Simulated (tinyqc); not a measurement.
Six-band hole subbands of a thin body in a field: sweeps and comparisons. A value that a table varies takes the place of the one given here.

Basis X, Y, Z times spin, hole energies counted downwards from the unstrained edge (the hydrostatic shift is left out), c = hbar^2/2m0. For a symmetric tensor T let C(T) have C_XX = L Txx + M (Tyy + Tzz), C_XY = N Txy (cyclic), L = c (g1 + 4 g2), M = c (g1 - 2 g2), N = 6 c g3. k = q + kz n, n the unit normal, q = k1 u + k2 v with u along the channel [1-10] and v = n x u. H = C(k k^T) + (Dso/3)(1 - L.sigma) - B + e F z with (L_k)_ij = -i epsilon_kij; B is the block C built from the traceless strain with 2b, -b and sqrt(3) d in place of L, M, N. Strain: exx = eyy = (s11 + s12) sx/2, ezz = s12 sx, exy = -s44 sx/4. Hard walls at z = 0 and t; basis sin(j pi z/t), j = 1 to Nz: kz^2 = (j pi/t)^2, kz = -i D with D_jl = 4 j l/(t (j^2 - l^2)), z_jj = t/2 and z_jl = -8 t j l/(pi (j^2 - l^2))^2 for j + l odd; 1 MV/cm = 0.01 eV/angstrom.

Nz = 14. E1 is the top subband at q = 0, gap the distance to the next pair, and the masses are c q^2/(E(q) - E1) at |q| = 0.02 1/angstrom (mean of the spin pair) along the channel [1-10] and across it in the plane; a dash marks a band that does not rise.

Constants: hbar^2/2m0 = 3.80998211 eV angstrom^2.

Parameters, chosen for this exercise (near those of a p-type Si channel; shifted at random, so the results belong to these values and not to a real crystal): g1 = 4.27 (Luttinger gamma1); g2 = 0.34 (gamma2); g3 = 1.44 (gamma3); Dso = 0.045 eV (spin-orbit splitting); b = -2.08 eV (tetragonal potential); d = -4.72 eV (trigonal potential); S = (7.55, -2.16, 12.82) 1/TPa (compliances s11, s12, s44); face = 111 (surface); t = 70 angstrom (body thickness); F = 0.8 MV/cm (field across the body); sx = -2 GPa (stress along the channel [1-10], negative in compression).

## Stress along the channel

Each row has its own sx.

Results:

| sx (GPa) | E1 (meV) | gap (meV) | m channel | m across |
|---|---|---|---|---|
| -3.0 | 67.3 | 122.0 | 0.132 | 1.205 |
| -2.0 | 102.9 | 113.3 | 0.137 | 1.118 |
| -1.0 | 137.5 | 61.6 | 0.149 | 0.877 |
| -0.5 | 153.0 | 39.1 | 0.172 | 0.607 |
| 0.0 | 163.0 | 27.7 | 0.286 | 0.288 |
| 0.5 | 161.7 | 38.8 | 0.530 | 0.176 |
| 1.0 | 154.8 | 61.0 | 0.630 | 0.159 |

Under 2 GPa of compression the channel mass goes from 0.286 to 0.137 m0, the mass across from 0.288 to 1.118; the gap to the next subband is 113, 28 and 61 meV at -2, 0 and +1 GPa. The lightest channel mass of the table, 0.132 m0, is at -3.0 GPa.

## Surface orientation and number of bands

Three faces, six bands; and four bands, with Dso set to 1000 eV.

Results:

| case | E1 (meV) | gap (meV) | m channel | m across |
|---|---|---|---|---|
| (001) 6 bands | 162.9 | 104.4 | 0.157 | 2.627 |
| (001) 4 bands | 191.8 | 88.9 | 0.195 | 0.561 |
| (110) 6 bands | 38.2 | 72.4 | 0.115 | 0.279 |
| (110) 4 bands | 145.7 | 129.8 | 0.149 | 0.308 |
| (111) 6 bands | 102.9 | 113.3 | 0.137 | 1.118 |
| (111) 4 bands | 140.4 | 119.3 | 0.172 | 0.216 |

With six bands the top subband is shallowest on (110) (38.2 meV) and deepest on (001). Without the stress E1 would be 223.7, 110.3 and 163.0 meV, so the stress moves it by -60.8, -72.1 and -60.1 meV. The lightest channel mass is on (110) (0.115 m0). Dropping the split-off band moves E1 by 28.9, 107.5 and 37.5 meV and the gap by -15.5, 57.5 and 6.0 meV on the three faces, with Dso = 45 meV.

## What each parameter does

Six bands. Each row changes one parameter from the base and keeps the others.

Results:

| case | E1 (meV) | gap (meV) | m channel (m0) | m across (m0) |
|---|---|---|---|---|
| base | 102.9 | 113.3 | 0.137 | 1.118 |
| t = 60 angstrom | 102.9 | 113.3 | 0.137 | 1.123 |
| F = 1.1 MV/cm | 141.6 | 113.5 | 0.139 | 1.119 |
| sx = -2.5 GPa | 85.2 | 122.0 | 0.134 | 1.171 |
| g3 = 1.34 | 110.4 | 113.2 | 0.136 | 0.688 |
| g2 = 0.39 | 102.9 | 113.3 | 0.135 | 1.006 |
| Dso = 0.068 eV | 107.7 | 116.5 | 0.139 | 0.961 |
| d = -3.78 eV | 113.1 | 99.6 | 0.139 | 1.078 |

The largest shifts from the base row, up to three for each result and ties (the steps differ in size, so this ranks the rows, not the parameters). E1 (meV): F +38.6, sx -17.7, d +10.1; unchanged at the printed digits by t and g2. gap (meV): d -13.7, sx +8.7, Dso +3.2; unchanged at the printed digits by t and g2. m channel (m0): sx -0.003, F +0.002, Dso +0.002, d +0.002, g2 -0.002; unchanged at the printed digits by t. m across (m0): g3 -0.430, Dso -0.157, g2 -0.112.

Program tinyqc; command `OMP_NUM_THREADS=1 python tinyqc.py 1250882 1250883 out.jsonl`; about 0.3 s on one thread of a shared Intel(R) Xeon(R) Processor @ 2.30GHz.
